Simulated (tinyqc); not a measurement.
# Internal photoemission over an interface barrier, step by step

Computed by the program tinyqc: `OMP_NUM_THREADS=1 python tinyqc.py 2410164 2410165 out.jsonl`, one thread of a shared Intel Xeon 2.30GHz, about 0.01 s for the whole run. Printed values are rounded.

Electrons are excited from the valence band of a semiconductor over the barrier Phi(F) = P0 - sqrt(q F/(4 pi eps0 ei)), whose top lies at xm = sqrt(q/(16 pi eps0 ei F)). The yield is Y = A (hv - Phi)^p exp(-xm/l), with A = 1 here.

Values chosen for this exercise; dielectric values close to those of aluminium oxide: barrier at zero field P0 = 3.77 eV; image-force permittivity ei = 3.41; scattering length in the image well l = 1.2 nm; field in the dielectric F = 3.2 MV/cm.

Constants: q = 1.602176634e-19 C, h = 6.62607015e-34 J s, c = 299792458 m/s, eps0 = 8.8541878128e-14 F/cm where lengths are in cm. Results are converted to the units shown.

## Barrier in the field

Lowering P0 - Phi, barrier, position of its top, scattering factor and threshold wavelength.

lowering = 367.598 meV
Phi = 3.40240 eV
xm = 0.574373 nm
exp(-xm/l) = 0.619623
threshold wavelength h c/(q Phi) = 364.402 nm

## Threshold from a spectrum

| point | hv (eV) | Y |
|---|---|---|
| 0 | 3.55 | 0.001972 |
| 1 | 3.68 | 0.01337 |
| 2 | 3.81 | 0.04242 |
| 3 | 3.94 | 0.09576 |
| 4 | 4.07 | 0.1838 |
| 5 | 4.2 | 0.3104 |

The yields were made at this field with a scatter of 1 %. Fit Y^(1/n) on hv by least squares for n = 2 and n = 3; the zero of the line is the threshold.

| point | Y^(1/2) | Y^(1/3) |
|---|---|---|
| 0 | 0.0444072 | 0.125401 |
| 1 | 0.115629 | 0.237343 |
| 2 | 0.205961 | 0.348757 |
| 3 | 0.309451 | 0.457504 |
| 4 | 0.428719 | 0.568567 |
| 5 | 0.557136 | 0.677081 |

threshold for n = 2 = 3.52567 eV
threshold for n = 3 = 3.40072 eV

The right exponent, 3, gives 3.401 eV against Phi = 3.402 eV; the wrong one is off by 123 meV.
